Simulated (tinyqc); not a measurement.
Full law against its linear and parabolic limits: Deal-Grove kinetics of thermal oxidation of silicon. Computed by tinyqc, a small Python program. Command: `OMP_NUM_THREADS=1 python tinyqc.py 3017961 3017962 out.jsonl oxide walk`. One thread of a shared host (Intel(R) Xeon(R) Processor @ 2.30GHz), about 0.03 s of CPU time with the checks.

Oxidant diffuses through the oxide and reacts at the interface, so that dx/dt = B/(A + 2x) for the oxide thickness x.

Inputs (values chosen for the exercise, close to those used for silicon):

| quantity | value | unit |
|---|---|---|
| prefactor B0 | 384 | um^2/h |
| activation energy E_B | 0.783 | eV |
| prefactor (B/A)0 | 1.11e+08 | um/h |
| activation energy E_A | 2.05 | eV |
| temperature T | 850 | C |
| oxidant pressure p | 5 | atm |
| pressure exponent m of B/A | 1 | - |
| initial oxide x_i | 0.025 | um |
| time t | 0.58 | h |

Ambient: steam. Surface: (100).

Constants: k_B = 8.617333262e-05 eV/K.

Method:
- B = B0 p exp(-E_B/(k_B T)), B/A = (B/A)0 p^m exp(-E_A/(k_B T)), p in atm; A = B/(B/A).
- Temperatures in kelvin are T(C) + 273.15.
- tau = (x_i^2 + A x_i)/B and x = (A/2) [sqrt(1 + 4 B (t + tau)/A^2) - 1], the root of x^2 + A x = B (t + tau).
- Silicon consumed is 0.44 times the oxide grown; the rate is B/(A + 2x).
- Linear limit x = (B/A)(t + tau); parabolic limit x = sqrt(B (t + tau)).

tau = 0.0722437 h

length A = 1.67597 um

parabolic constant B = 0.588624 um^2/h

linear constant B/A = 0.351213 um/h

Thickness (um):

| t (h) | full | linear limit | parabolic limit | 2x/A |
|---|---|---|---|---|
| 0.05 | 0.0419 | 0.043 | 0.2682 | 0.0500 |
| 0.1 | 0.0585 | 0.060 | 0.3184 | 0.0698 |
| 0.25 | 0.1064 | 0.113 | 0.4355 | 0.1270 |
| 0.5 | 0.1814 | 0.201 | 0.5804 | 0.2164 |
| 1 | 0.3167 | 0.377 | 0.7944 | 0.3780 |
| 2 | 0.5484 | 0.728 | 1.1044 | 0.6544 |
| 4 | 0.9225 | 1.430 | 1.5482 | 1.1008 |
| 8 | 1.4973 | 2.835 | 2.1798 | 1.7868 |
| 16 | 2.3499 | 5.645 | 3.0758 | 2.8042 |
| 32 | 3.5870 | 11.264 | 4.3449 | 4.2805 |

What does the comparison show, and why?

Both limits lie above the full result, since each drops one resistance. The linear law overshoots by 2.5 % in the first row and 210 % in the last, the parabolic law by 540 % and 21 %. The better limit switches between 4 and 8 h; both give the same value where B (t + tau) = A^2, at 2x/A = sqrt5 - 1 = 1.24.

Extremes, crossings and ranges named in words are read from the listed rows.
